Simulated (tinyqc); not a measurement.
Epitaxial growth on a vicinal surface: Burton-Cabrera-Frank step flow, step-edge barrier and island nucleation: one step, computed by the program tinyqc. Command: `OMP_NUM_THREADS=1 python tinyqc.py 3021627 3021628 out.jsonl stepflow walk`. One thread of a shared host (Intel(R) Xeon(R) Processor @ 2.30GHz), about 0.01 s of CPU time with the checks.

Adatoms land at rate F, hop on a square grid (a simplification for hexagonal faces), desorb, or join steps. Lengths are in units of a and n is the adatom coverage. Steps ascend at x = 0 and descend at x = l.

Problem. Terrace solution. D n'' - n/tau + F = 0 with n(0) = n_eq and -l_s n'(l) = n(l) - n_eq. With u = n - F tau, A = n_eq - F tau, y = l/x_s, s = l_s/x_s: u = A cosh(x/x_s) + B sinh(x/x_s), B = A (1 - cosh y - s sinh y)/(sinh y + s cosh y). Flux into the ascending step J+ = D B/x_s, over the descending one J- = -(D/x_s)(A sinh y + B cosh y); step velocity J+ + J-; growth rate (J+ + J-)/l. For small y: J+ + J- = (F - n_eq/tau) l, J-/J+ = l/(l + 2 l_s). The coverage peaks where n' = 0, tanh(x/x_s) = -B/A.

Inputs (values chosen for the exercise, close to those used for Si(111)): deposition rate F = 0.019 layers/s; temperature T = 1110 C.

D = 1.373037e+09 a^2/s

lifetime tau = 0.02335241 s

diffusion length x_s = 5662.483 a

equilibrium coverage n_eq = 5.016937e-05

terrace width l = 5.818297 a

Schwoebel length l_s = 8.633807 a

Give: J+; J-; growth rate; peak coverage; position of the peak.

Solution.

J+ = 0.078311 atoms per step site and s

J- = 0.019737 atoms per step site and s

growth rate = 0.016852 layers/s

peak coverage = 5.0170e-05

position of the peak = 4.6471 a

Caution: terraces under ten sites wide are at the edge of a continuum description.
